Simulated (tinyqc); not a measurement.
Mesh and choice of bands: charge neutrality level from zone-averaged pseudopotential bands.

Empirical pseudopotential on the fcc lattice, atoms at +/- tau, tau = a (1,1,1)/8, no spin-orbit coupling. H(G,G') = c (2 pi/a)^2 |k + G|^2 delta + VS(q) cos(q.tau) + i VA(q) sin(q.tau), q = G - G', c = hbar^2/2m0; k and G in units of 2 pi/a; VS at |q|^2 = 3, 8, 11 and VA at 3, 4, 11, in rydberg, zero elsewhere. At each k the basis holds all G with |k + G|^2 up to 16; energies are counted from the fourth level at Gamma.

Mesh: k = sum_i (n_i + 1/2)/N b_i, n_i = 0 ... N - 1, b = (-1,1,1), (1,-1,1), (1,1,-1); points with the same sorted |kx|, |ky|, |kz| after folding to the shortest k + G are joined, with their count as weight. Neutrality (branch-point) level: E_N = (1/2) mean over k of [E5 + (E3 + E4)/2], E_n the n-th level from below.

Constants: hbar^2/2m0 = 3.80998211 eV angstrom^2; Ry = 13.60569312 eV.

Parameters, chosen for this exercise (out of a larger set: classic local form factors of the size used for Si, without spin-orbit coupling; not measured data):
- a = 5.437 angstrom (lattice constant)
- VS = (-0.21, 0.04, 0.079) Ry (symmetric form factors)
- VA = (0, 0, 0) Ry (antisymmetric form factors)

E_N with E5 alone, and with (E5 + E6)/2 in its place.

Results:

| N | joined points | E_N (eV) | E_N, two conduction bands (eV) |
|---|---|---|---|
| 1 | 1 | 0.2582 | 0.7814 |
| 2 | 2 | -0.2808 | 0.4115 |
| 3 | 6 | -0.0162 | 0.3615 |
| 4 | 10 | -0.0331 | 0.3752 |
| 5 | 19 | -0.0231 | 0.3584 |

What can be read from this table?

For scale, the lowest gap of this set is 0.76 eV. Against N = 5 the errors are +281, -258, +7 and -10 meV for N = 1 to 4 (N = 1 is the L point alone). Taking the second conduction band in moves E_N by +0.38 eV, more than the mesh error at N = 2: the definition, not the mesh, limits the estimate. Local form factors place the indirect gaps only to a few tenths of an eV, and E_N moves with them.

Run: tinyqc, `OMP_NUM_THREADS=1 python tinyqc.py 1880627 1880628 out.jsonl`; Intel(R) Xeon(R) Processor @ 2.30GHz, one thread, shared host; about 0.08 s of CPU time with all checks.
